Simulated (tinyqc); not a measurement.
A ladder of methods, and size consistency: correlation methods against full CI in the sto-3g basis, for H4, spin multiplicity 1. Computed by the program tinyqc with PySCF. All electrons correlated; +Q is the Davidson correction (1 - c0^2) E_corr. The last columns treat two copies 100 angstrom apart as one system. FCI is the lowest singlet.

Geometry (angstrom):
```
atom       x       y       z
H     0.0000  0.0000  0.0000
H     0.0000  0.0000  1.0560
H     0.0000  0.0000  2.4040
H     0.0000  0.0000  3.4600
```

RHF energy of one = -2.090726 hartree

Correlation energies (hartree):
```
method   E_corr of one  share of FCI (%)  E_corr of two at 100 angstrom  two minus twice one (mhartree)
MP2          -0.044777           59.1587                      -0.089554                          0.0000
CISD         -0.073326           96.8777                      -0.138140                          8.5129
CISD+Q       -0.078122          103.2137                      -0.153302                          2.9422
CCSD         -0.075529           99.7871                      -0.151057                          0.0000
CCSD(T)      -0.075647           99.9431                      -0.151293                          0.0000
FCI          -0.075690          100.0000                              -                               -
```

What does the comparison show, and why?

MP2 recovers 59 %, CISD 96.9 % and CCSD 99.8 % of the FCI value (c0^2 = 0.935 in CISD). MP2 and coupled cluster are size consistent, so their last column vanishes; CISD loses 8.51 mhartree, since a double excitation on each copy is a quadruple of the pair, and the Davidson correction leaves +2.94.
